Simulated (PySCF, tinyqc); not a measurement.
Inside a calculation. Method: CISD on RHF in the 6-31g basis, for H2, spin multiplicity 1. The lowest restricted solution is unstable here: a spin-polarised one lies 0.0159 hartree lower (PySCF). One step of it, computed by the program tinyqc.

Question. CISD: determinants and Hamiltonian. Slater-Condon rules over spin orbitals, with the nuclear repulsion added and E(HF) subtracted on the diagonal. Only determinants linked to the reference directly or through others are kept (one block of an abelian symmetry group), so some states are absent.

one-electron integrals over orbitals h = C^T H C (hartree):
$$\begin{pmatrix}
-0.927328 & 0.000000 & 0.000000 & -0.094554 \\
0.000000 & -0.665166 & 0.158354 & 0.000000 \\
0.000000 & 0.158354 & 0.155366 & 0.000000 \\
-0.094554 & 0.000000 & 0.000000 & 0.183236
\end{pmatrix}$$

Two-electron integrals over orbitals (pq|rs), unique and non-zero (hartree):
```
(11|11) 0.482889    (21|21) 0.138562    (22|11) 0.433042    (22|22) 0.415931
(31|21) -0.072541   (31|31) 0.080548    (32|11) -0.115448   (32|22) -0.088624
(32|32) 0.086699    (33|11) 0.471961    (33|22) 0.437628    (33|32) -0.139170
(33|33) 0.515321    (41|11) 0.094554    (41|22) 0.082053    (41|32) -0.076727
(41|33) 0.129821    (41|41) 0.076722    (42|21) 0.057695    (42|31) -0.069548
(42|42) 0.063004    (43|21) -0.156105   (43|31) 0.111833    (43|42) -0.093172
(43|43) 0.214305    (44|11) 0.469525    (44|22) 0.430216    (44|32) -0.134884
(44|33) 0.501968    (44|41) 0.118387    (44|44) 0.497707
```

nuclear repulsion = 0.36494980 hartree

Hartree-Fock energy = -1.00681757 hartree

Give: determinants; H - E(HF) between determinants.

Answer.

Occupation strings over the orbitals (2 doubly, a alpha, b beta, 0 empty; spin orbitals ordered 1a 1b 2a 2b ...): 2000 a00b b00a 0200 0ab0 0ba0 0020 0002

H - E(HF) between determinants (hartree), order 2000, a00b, b00a, 0200, 0ab0, 0ba0, 0020, 0002:
$$\begin{pmatrix}
0.0000 & 0.0000 & 0.0000 & 0.1386 & -0.0725 & 0.0725 & 0.0805 & 0.0767 \\
0.0000 & 1.0972 & -0.0767 & 0.0577 & -0.1561 & 0.0695 & 0.1118 & 0.0238 \\
0.0000 & -0.0767 & 1.0972 & -0.0577 & 0.0695 & -0.1561 & -0.1118 & -0.0238 \\
0.1386 & 0.0577 & -0.0577 & 0.4574 & 0.0697 & -0.0697 & 0.0867 & 0.0630 \\
-0.0725 & -0.1561 & 0.0695 & 0.0697 & 1.2996 & -0.0867 & 0.0192 & -0.0932 \\
0.0725 & 0.0695 & -0.1561 & -0.0697 & -0.0867 & 1.2996 & -0.0192 & 0.0932 \\
0.0805 & 0.1118 & -0.1118 & 0.0867 & 0.0192 & -0.0192 & 2.1978 & 0.2143 \\
0.0767 & 0.0238 & -0.0238 & 0.0630 & -0.0932 & 0.0932 & 0.2143 & 2.2359
\end{pmatrix}$$
